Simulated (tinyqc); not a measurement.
Thermal displacements in the Debye model: Debye-Waller factors, bond-length spread and the Lindemann rule: one step, computed by the program tinyqc. Command: `OMP_NUM_THREADS=1 python tinyqc.py 3020270 3020271 out.jsonl debyewaller walk`. One thread of a shared host (Intel(R) Xeon(R) Processor @ 2.30GHz), about 0.01 s of CPU time with the checks.

A Debye spectrum with three branches of one velocity, cut at k_B Theta; 2 atoms per cube, nearest neighbours at d = 0.866025 a.

Problem. Recoil-free fraction. A nucleus of this mass is supposed to emit a gamma ray of the energy chosen: recoil energy E_R = E^2/(2 M c^2), wave number k_g = E/(hbar c), recoil-free fraction f = exp(-k_g^2 <u_x^2>).

Inputs (values chosen for the exercise, modelled on iron): atomic mass M = 55.85 u; Debye temperature Theta = 419 K; temperature T = 450 K; gamma-ray energy E = 77.3 keV.

Structure: bcc.

<u_x^2> = 0.006838331 angstrom^2

Constants: e = 1.602176634e-19 C; u = 1.6605390666e-27 kg; c = 299792458 m/s; hbar = 6.582119569e-16 eV s; k_B = 8.617333262e-05 eV/K.

Give: recoil energy; k_g; recoil-free fraction f.

Solution.

recoil energy = 57.428 meV

k_g = 39.174 1/angstrom

recoil-free fraction f = 2.7705e-05
